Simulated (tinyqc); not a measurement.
Domain walls in a thin film with perpendicular anisotropy: Bloch, Neel and chiral walls, motion and stripe domains. Changing the DMI constant D. Computed by tinyqc, a small Python program. Command: `OMP_NUM_THREADS=1 python tinyqc.py 3027951 3027952 out.jsonl mwall sweep`. One thread of a shared host (Intel(R) Xeon(R) Processor @ 2.30GHz), about 0.01 s of CPU time with the checks.

One-dimensional wall: polar angle theta(x), azimuth phi of the moment in the wall (phi = 0 Neel, 90 degrees Bloch). mu_0 = 1.25663706212e-6 T m/A, gamma = 1.76085963023e11 rad/(s T).

Inputs (values chosen for the exercise, for a model film):

| quantity | value | unit |
|---|---|---|
| saturation magnetisation M_s | 1240 | kA/m |
| exchange stiffness A | 17 | pJ/m |
| uniaxial anisotropy K_u | 1130 | kJ/m^3 |
| thickness t | 1.8 | nm |
| damping alpha | 0.22 | - |
| current density J | 0.14 | 1e12 A/m^2 |
| spin Hall angle theta_SH | 0.11 | - |

Drive: spin-orbit torque.

Constants: hbar = 1.054571817e-34 J s; e = 1.602176634e-19 C.

Method:
- K_eff = K_u - mu_0 M_s^2/2; Delta = sqrt(A/K_eff); sigma_0 = 4 sqrt(A K_eff); profile theta = 2 arctan exp(x/Delta); quality factor Q = 2 K_u/(mu_0 M_s^2).
- sigma(phi) = sigma_0 + 2 Delta K_D cos^2(phi) - pi D cos(phi), with the wall shape anisotropy K_D = N_x mu_0 M_s^2/2, N_x = t ln 2/(pi Delta). The minimum has cos(phi) = D/D_N for D < D_N = 4 Delta K_D/pi and phi = 0 beyond; sigma turns negative at D_c = (sigma_0 + 2 Delta K_D)/pi.
- Spin-orbit drive: B_SL = hbar theta_SH J/(2 e M_s t) acts as the field (pi/2) B_SL cos(phi). Steady state: v = (gamma Delta/alpha)(pi/2) B_SL cos(phi) = gamma Delta [B_D sin(phi) - (B_K/2) sin(2 phi)], B_K = 2 K_D/M_s, B_D = pi D/(2 M_s Delta); the root with phi between its rest value and 90 degrees; v saturates at v_D = gamma Delta B_D.

One run for each value:

| DMI constant D (mJ/m^2) | velocity (m/s) | saturation velocity v_D (m/s) | azimuth phi (degrees) | azimuth in motion (degrees) |
|---|---|---|---|---|
| 0.010 | 0.47 | 2.2 | 88.83 | 89.07 |
| 0.020 | 0.94 | 4.5 | 87.65 | 88.15 |
| 0.040 | 1.88 | 8.9 | 85.30 | 86.30 |
| 0.079 | 3.71 | 17.6 | 80.69 | 82.68 |
| 0.160 | 7.46 | 35.7 | 70.88 | 75.13 |
| 0.320 | 14.56 | 71.4 | 49.08 | 59.95 |
| 0.630 | 24.81 | 140.5 | 0.00 | 31.44 |
| 1.300 | 28.71 | 290.0 | 0.00 | 9.06 |

What does the table show, and why?

Over the rows, velocity (m/s) rises from 0.470 to 28.7 (exponent d ln y / d ln x 1.00 between the first rows and 0.20 between the last); saturation velocity v_D (m/s) rises from 2.23 to 290 (exponent d ln y / d ln x about 1.0 throughout); azimuth phi (degrees) falls from 88.8 to 0, flat over part of the range. The exponent of saturation velocity v_D stays at 1: v_D = pi gamma D/(2 M_s).  Left out: 2.50 (the wall energy is near zero or negative, and spirals replace domains).

Caution (all rows): pinning, heating and tilting of the wall are left out.

Extremes, crossings and ranges named in words are read from the listed rows.
